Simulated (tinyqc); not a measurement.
Worked calculation: lattice vibrations of a chain. One step of it, computed by the program tinyqc.

Problem. Frequencies. omega^2 are the eigenvalues; wavenumber = 521.4708 sqrt(eigenvalue) 1/cm.

D(q) (eV/(angstrom^2 u)):
```
[[4.239890, 0.488159+0.396149i],
 [0.488159-0.396149i, 0.209430]]
```

Give: eigenvalues; wavenumbers; weights |e|^2 of the mass-weighted modes.

Solution.

eigenvalues: [0.1136, 4.3357]

wavenumbers (1/cm): [175.8, 1085.8]

weights |e|^2 of the mass-weighted modes, order atom 1, atom 2:
```
[[0.0227, 0.9773],
 [0.9773, 0.0227]]
```
